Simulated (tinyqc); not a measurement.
Worked calculation: polar nitride quantum well with polarisation fields. Values are carried at full precision from step to step, so a last printed digit may differ when a step is redone from the rounded ones.

Growth along [0001]. e_par = (a_sub - a)/a, Ppz = 2 e_par (e31 - e33 C13/C33), P = Psp + Ppz in each layer; strain relaxation and the strain shift of the gaps are left out, although thick layers with more than about 1 % mismatch would relax.

Constants: hbar^2/2m0 = 3.80998211 eV angstrom^2; hc = 1239.841984 eV nm.

Parameters, chosen for this exercise (near those of a GaN well in AlGaN; not measured data): a_w = 3.189 angstrom (lattice constant a, well); a_b = 3.172 angstrom (lattice constant a, barrier); a_sub = 3.172 angstrom (in-plane lattice constant of the stack); Psp_w = -0.0334 C/m^2 (spontaneous polarisation); Psp_b = -0.0421 C/m^2 (spontaneous polarisation); e31_w = -0.352 C/m^2; e31_b = -0.391 C/m^2; e33_w = 0.66 C/m^2; e33_b = 0.84 C/m^2; C_w = 0.265 (C13/C33); C_b = 0.268 (C13/C33); Lw = 19 angstrom (well width); Lb = 95 angstrom (barrier width); eps_w = 10.3 (dielectric constant); eps_b = 10.1 (dielectric constant); Eg = 3.44 eV (gap of the well); Vc = 0.325 eV (conduction offset); Vv = 0.153 eV (valence offset); me = 0.2 m0 (electron, well); meb = 0.226 m0 (electron, barrier); mh = 1.25 m0 (hole, everywhere).

## Strain and polarisation

Give strain and polarisation of well and barrier; the bound sheet charge is |P_w - P_b|/e with e = 1.602176634e-19 C.

Layers:
```
layer       e_par  Ppz (C/m^2)  P (C/m^2)
well     -0.00533      0.00562   -0.02778
barrier   0.00000      0.00000   -0.04210
```

sheet charge = 0.894 x 1e13/cm^2

Of P_w - P_b = +0.0143 C/m^2 the piezoelectric part gives +0.0056 and the spontaneous part +0.0087.

## Built-in fields

In a periodic stack without free charge the potential drop over a period vanishes: F_w = (P_b - P_w) Lb/(eps0 (eps_w Lb + eps_b Lw)), F_b = -F_w Lw/Lb, eps0 = 8.8541878e-12 F/m; 1 MV/cm = 1e8 V/m = 0.01 V/angstrom.

Give both fields and the drop |F_w| Lw across the well.

F_w = -1.313 MV/cm
F_b = 0.263 MV/cm
drop = 0.249 eV

## Levels with and without the field

Envelope functions on cells of 0.25 angstrom over barrier, well, barrier (widths Lb, Lw, Lb), psi = 0 beyond, psi'/m continuous (mean mass between points), c = hbar^2/2m0. With u(z) the integral of e F (F_w in the well, F_b = -F_w Lw/Lb in the barriers, 1 MV/cm = 0.01 V/angstrom), zero at the centre of the well, the electron sees u plus Vc in the barriers and the hole -u plus Vv. The transition is Eg + E_e + E_h; excitons are left out.

Ground states of electron and hole, their centres, the squared overlap, the transition and its wavelength hc/E.

Results:
```
case            E_e (eV)  E_h (eV)  <z>_e  <z>_h  overlap^2  E (eV)     nm
no field          0.1417    0.0375    0.0    0.0      0.944  3.6191  342.6
built-in field    0.1228   -0.0017    4.3   -6.3      0.509  3.5612  348.2
```

The field shifts the line by -58 meV, pulls the carriers 10.5 angstrom apart and, with the rate proportional to overlap^2, lengthens the radiative lifetime by a factor 1.85.

## Estimate from two triangular wells

For a strong field: E = Eg - |e F_w| Lw + a0 (c (e F_w)^2)^(1/3) (me^(-1/3) + mh^(-1/3)), a0 = 2.338107, hard walls, c = hbar^2/2m0, 1 MV/cm = 0.01 V/angstrom.

electron term = 0.3475 eV
hole term = 0.1886 eV
E = 3.7267 eV

The electron term exceeds the drop across the well, so the electron still feels the far wall and the estimate is outside its range. Against the grid result 3.5612 eV the estimate errs by +166 meV: +100 from the electron and +66 from the hole, since hard walls stand in for offsets of 0.325 and 0.153 eV into which the carriers leak.

## Checks

- Electron level without field against the matching condition of the square well, eV: both 0.142.

tinyqc: `OMP_NUM_THREADS=1 python tinyqc.py 1280168 1280169 out.jsonl`; about 0.1 s, one thread, shared Intel(R) Xeon(R) Processor @ 2.30GHz.
